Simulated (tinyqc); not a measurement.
Holstein polaron on two sites: one step, computed by the program tinyqc. Command: `OMP_NUM_THREADS=1 python tinyqc.py 3021749 3021750 out.jsonl holstein walk`. One thread of a shared host (Intel(R) Xeon(R) Processor @ 2.30GHz), about 0.01 s of CPU time with the checks.

One electron on sites 1 and 2: H = -t (c1+ c2 + c2+ c1) + hbar omega sum_i b_i+ b_i - g hbar omega sum_i n_i (b_i + b_i+). The symmetric phonon shifts the energy by -g^2 hbar omega/2 and drops out; with b = (b_1 - b_2)/sqrt(2) there remains H = -t sigma_x + hbar omega b+ b - (g hbar omega/sqrt(2)) sigma_z (b + b+). Parity splits it into blocks p = +1 and -1 over phonon numbers n. Zero-point energies are left out. Weights Z refer to mode b alone; the displaced symmetric mode multiplies the full zero-phonon weight by exp(-g^2/2).

Problem. The even block in a small basis. Block p: H_nn = n hbar omega - p t (-1)^n - g^2 hbar omega/2, H_(n,n+1) = -(g hbar omega/sqrt(2)) sqrt(n + 1). Take p = +1 and n = 0..N-1.

Inputs (values chosen for the exercise, for a model dimer):
```
quantity                  value  unit
hopping t                    48   meV
phonon energy hbar omega    128   meV
coupling g                0.371     -
phonon levels kept N          6     -
```

Give: H, even block.

Solution.

H, even block (meV), lower triangle (symmetric):
```
       1      2      3      4      5      6
1  -56.8
2  -33.6  167.2
3    0.0  -47.5  199.2
4    0.0    0.0  -58.2  423.2
5    0.0    0.0    0.0  -67.2  455.2
6    0.0    0.0    0.0    0.0  -75.1  679.2
```
